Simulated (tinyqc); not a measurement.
# Signal and retention of a DRAM cell, step by step

Computed by the program tinyqc: `OMP_NUM_THREADS=1 python tinyqc.py 2130142 2130143 out.jsonl`, one thread of a shared Intel Xeon 2.30GHz, about 0.01 s for the whole run. Printed values are rounded.

A stored one starts at Vd and leaks: Cs dV/dt = -I(V), I = a sqrt((V + Vb)/(Vd + Vb)) + b, with a = Ig exp[-(Eg1 q/kB)(1/T - 1/T0)] (generation in a depletion layer) and b = Is exp[-(Es q/kB)(1/T - 1/T0)]. The bit line is precharged to Vd/2, and charge sharing gives the signal (V - Vd/2) Cs/(Cs + Cb).

Parameters, values chosen for the exercise: array voltage Vd = 1.2 V; cell capacitance Cs = 9 fF; bit-line capacitance Cb = 25 fF; smallest signal that the sense amplifier resolves dm = 59 mV; built-in plus back-bias voltage of the storage junction Vb = 1.61 V; junction leakage at V = Vd and T0 Ig = 5.7 fA; voltage-independent leakage at T0 Is = 0.07 fA; activation energy of Is Es = 0.38 eV; reference temperature T0 = 358 K; temperature T = 358 K; deviation of ln(retention time) over the cells sg = 0.9; cells Nc = 8.59e9; refresh interval tr = 64 ms; activation energy of Ig Eg1 = 0.59 eV.

Constants: q = 1.602176634e-19 C, kB = 1.380649e-23 J/K. Results are converted to the units shown.

Range of the model: Real arrays also hold a tail of unusually leaky cells and cells whose retention varies in time, which this model lacks.

## Signal and margin

The cell fails below Vc = Vd/2 + dm (Cs + Cb)/Cs.

transfer ratio = 0.264706
signal of a fresh one = 158.824 mV
Vc = 0.822889 V
charge that may be lost = 3.394 fC
the same in electrons = 21183.7

## Retention time

With s = sqrt((Vc + Vb)/(Vd + Vb)), the time from Vd to Vc is t = [2 Cs (Vd + Vb)/a] [1 - s - (b/a) ln((a + b)/(a s + b))].

a = 5.7 fA
b = 0.07 fA
retention time = 0.609128 s
estimate with the current held at a + b = 0.588215 s

The constant-current estimate is 3.4 % below the true time, since the junction leaks less as V falls.

## Failing cells

This time is the median of a log-normal spread: failing cells = Nc erfc(z/sqrt 2)/2, z = ln(t/tr)/sg. One failure is expected at the interval where that count equals 1.

z = 2.50349
failing cells = 5.28172e7
interval for one failure = 2.02965 ms

The weakest cell of the array lies about 6.34 deviations out, a factor of 300 below the median; the chosen interval is longer than that time.
